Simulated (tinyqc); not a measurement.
Inverter chain driving a load.

N inverters, each f = Hc^(1/N) times larger than the one before: delay tau N (f + pp). Switched capacitance in units of the first input, with output capacitance pp times the input: Hc + (1 + pp)(Hc - 1)/(f - 1).

Values chosen for this exercise: load over the input capacitance of the chain Hc = 1700; parasitic delay of an inverter pp = 1; delay unit tau = 3.9 ps.

Inverter chain driving a load:

| N | f | delay (ps) | switched capacitance |
|---|---|---|---|
| 3 | 11.93 | 151.3 | 2011 |
| 4 | 6.421 | 115.8 | 2327 |
| 5 | 4.427 | 105.8 | 2692 |
| 6 | 3.455 | 104.2 | 3084 |
| 7 | 2.894 | 106.3 | 3494 |
| 8 | 2.534 | 110.3 | 3915 |
| 9 | 2.285 | 115.3 | 4344 |
| 10 | 2.104 | 121.1 | 4778 |

The delay goes from 151 through a minimum of 104 (at N = 6 among the rows listed) to 121 ps. The best stage effort solves pp + rho (1 - ln rho) = 0, rho = 3.59, which gives N = ln Hc/ln rho = 5.82. One stage fewer than the best costs 1.5 % in delay and saves 13 % of the switched capacitance.

Numbers from tinyqc (`OMP_NUM_THREADS=1 python tinyqc.py 2082017 2082018 out.jsonl`; about 0.01 s on one thread of a shared Intel Xeon 2.30GHz).
